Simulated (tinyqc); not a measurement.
Cabrera-Mott growth of a thin oxide under its own electric field. Changing the temperature T. Computed by tinyqc, a small Python program. Command: `OMP_NUM_THREADS=1 python tinyqc.py 3016427 3016428 out.jsonl cabrera sweep`. One thread of a shared host (Intel(R) Xeon(R) Processor @ 2.30GHz), about 0.04 s of CPU time with the checks.

Electrons cross the film freely and set a fixed potential V across it; the field V/x lowers the barrier for ions entering the oxide.

Inputs (values chosen for the exercise, for a model metal):

| quantity | value | unit |
|---|---|---|
| barrier W | 1.52 | eV |
| Mott potential V | 1.7 | V |
| ion charge number z | 3 | - |
| half jump distance b | 1.5 | angstrom |
| prefactor u0 = N Omega nu | 3e+12 | angstrom/s |
| starting thickness x0 | 7.3 | angstrom |
| time t | 470 | s |

Backward hops: ignored.

Constants: k_B = 8.617333262e-05 eV/K.

Method. u = u0 exp(-W/(k_B T)), X1 = z b V/(k_B T) with V in volts and k_B T in eV; dx/dt = u exp(X1/x). t(x) = int_(x0)^x dx / (dx/dt) by Gauss-Legendre quadrature (80 points on each side of (x0 + 2 x)/3), solved for x.

One run for each value:

| temperature T (K) | thickness x (angstrom) | field at time t (MV/cm) | rate at time t (angstrom/s) |
|---|---|---|---|
| 200 | 8.62 | 19.719 | 3.4314e-04 |
| 300 | 12.74 | 13.347 | 1.0771e-03 |
| 350 | 16.41 | 10.361 | 2.0117e-03 |
| 400 | 22.49 | 7.558 | 4.0840e-03 |
| 450 | 33.94 | 5.009 | 9.5071e-03 |
| 500 | 60.04 | 2.831 | 2.7573e-02 |
| 550 | 140.00 | 1.214 | 1.1213e-01 |
| 600 | 505.97 | 0.336 | 6.8656e-01 |

Give the missing row, temperature T (K) = 250.

Computed row:
```
temperature T (K)  thickness x (angstrom)  field at time t (MV/cm)  rate at time t (angstrom/s)
250                                 10.32                   16.475                   6.0378e-04
```

Interpolating between the two neighbouring rows (linearly) misses most in rate at time t (angstrom/s), by 18 %. Over the rows, thickness x (angstrom) rises from 8.62 to 506 (exponent d ln y / d ln x 0.81 between the first rows and 15 between the last); field at time t (MV/cm) falls from 19.7 to 0.336 (exponent d ln y / d ln x -0.81 between the first rows and -15 between the last); rate at time t (angstrom/s) rises from 3.43e-4 to 0.687 (exponent d ln y / d ln x 2.5 between the first rows and 21 between the last). While x is well below X1, growth stalls where z b V/x has fallen to about W - k_B T ln(u0 t X1/x^2); heat closes that gap, so the film thickens slowly at first and steeply once W/(k_B T) nears that logarithm.

Caution (all rows): the starting field or rate is formal: the first layers form as fast as oxygen arrives. Caution (rows 550, 600): electrons tunnel only through a few nanometres, so beyond about 10 nm a fixed Mott potential is doubtful. Caution (rows 550, 600): X1/x is small, so backward hops, left out here, would cut the rate.
